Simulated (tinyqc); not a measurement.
Comparisons within one model: four-band model of biased bilayer graphene near K. A value that a table varies takes the place of the one given here.

Basis A1, B1, A2, B2, with B1 below A2; p = kx + i ky, v_j = (sqrt3/2) a g_j. Diagonal -U/2, -U/2, U/2, U/2; <A1|B1> = <A2|B2> = v0 p*, <B1|A2> = g1, <A1|B2> = v3 p, <A1|A2> = <B1|B2> = -v4 p*.

Parameters, chosen for this exercise (near those used for Bernal bilayer graphene; not measured data):
- a = 2.46 angstrom (lattice constant)
- g0 = 2.71 eV (hopping in a layer)
- g1 = 0.401 eV (hopping of the dimer sites)
- g3 = 0 eV (skew hopping A1-B2)
- g4 = 0 eV (skew hopping A1-A2)
- U = 0.41 eV (potential difference of the layers)
- k = (-0.043, 0.033) 1/angstrom (wave vector from K)

## Gap against bias

Closed form for g3 = g4 = 0: gap U g1/sqrt(U^2 + g1^2), ring radius as (U/2 v0) sqrt((2 g1^2 + U^2)/(g1^2 + U^2)). Last column: lowest band 3 less highest band 2 of the full matrix on a polar grid, |k| = 0 to 0.08 in steps of 0.001 1/angstrom, angles 0, 15, 30, 45, 60 degrees.

Gap:

| U (eV) | gap (eV) | kg (1/angstrom) | gap/U | gap on the grid (eV) |
|---|---|---|---|---|
| 0.02 | 0.0200 | 0.0024 | 0.999 | 0.0200 |
| 0.05 | 0.0496 | 0.0061 | 0.992 | 0.0496 |
| 0.10 | 0.0970 | 0.0121 | 0.970 | 0.0970 |
| 0.15 | 0.1405 | 0.0178 | 0.937 | 0.1405 |
| 0.20 | 0.1790 | 0.0232 | 0.895 | 0.1790 |
| 0.30 | 0.2402 | 0.0333 | 0.801 | 0.2402 |
| 0.40 | 0.2832 | 0.0424 | 0.708 | 0.2832 |
| 0.60 | 0.3334 | 0.0594 | 0.556 | 0.3334 |

The gap follows U while U << g1 (ratio 0.992 at 0.05 eV) and bends towards g1 = 0.401 eV, reaching 0.333 eV at 0.6. Grid and formula agree within 0.04 meV. U is the screened difference, smaller than the applied field times the layer distance.

## From parabola to cone

U = 0, along kx. Parabola: v0^2 k^2/g1. Hyperbola: sqrt(g1^2/4 + v0^2 k^2) - g1/2. Then bands 3 and 2 of the full matrix for +kx and band 3 for -kx.

Energies (eV):

| k (1/angstrom) | parabola | hyperbola | band 3, +kx | band 2, +kx | band 3, -kx |
|---|---|---|---|---|---|
| 0.002 | 0.0003 | 0.0003 | 0.0003 | -0.0003 | 0.0003 |
| 0.005 | 0.0021 | 0.0021 | 0.0021 | -0.0021 | 0.0021 |
| 0.010 | 0.0083 | 0.0081 | 0.0081 | -0.0081 | 0.0081 |
| 0.020 | 0.0332 | 0.0309 | 0.0309 | -0.0309 | 0.0309 |
| 0.030 | 0.0748 | 0.0645 | 0.0645 | -0.0645 | 0.0645 |
| 0.050 | 0.2078 | 0.1510 | 0.1510 | -0.1510 | 0.1510 |
| 0.080 | 0.5320 | 0.3030 | 0.3030 | -0.3030 | 0.3030 |
| 0.120 | 1.1970 | 0.5207 | 0.5207 | -0.5207 | 0.5207 |

The parabola is 2 % above the hyperbola at 0.01 and a factor 2.30 at 0.12 1/angstrom, where the slope nears v0. With g3 = g4 = 0 the hyperbola is exact, the bands are isotropic and mirror images.

## What each parameter does

The four levels at k. Each row changes one parameter from the base and keeps the others.

Results:

| case | band 1 (eV) | band 2 (eV) | band 3 (eV) | band 4 (eV) |
|---|---|---|---|---|
| base | -0.6458 | -0.1539 | 0.1539 | 0.6458 |
| g0 = 2.845 eV | -0.6597 | -0.1597 | 0.1597 | 0.6597 |
| g1 = 0.4411 eV | -0.6703 | -0.1586 | 0.1586 | 0.6703 |
| g3 = 0.1 eV | -0.6465 | -0.1513 | 0.1513 | 0.6465 |
| g4 = 0.05 eV | -0.6495 | -0.1503 | 0.1576 | 0.6421 |
| U = 0.46 eV | -0.6621 | -0.1550 | 0.1550 | 0.6621 |

The largest shifts from the base row, up to three for each result and ties (the steps differ in size, so this ranks the rows, not the parameters). band 1 (eV): g1 -0.0246, U -0.0164, g0 -0.0139. band 2 (eV): g0 -0.0058, g1 -0.0047, g4 +0.0037. band 3 (eV): g0 +0.0058, g1 +0.0047, g4 +0.0037. band 4 (eV): g1 +0.0246, U +0.0164, g0 +0.0139. Only g4 breaks the mirror symmetry between the upper and lower bands.

Run: tinyqc, `OMP_NUM_THREADS=1 python tinyqc.py 1451796 1451797 out.jsonl`; Intel(R) Xeon(R) Processor @ 2.30GHz, one thread, shared host; about 0.06 s of CPU time with all checks.
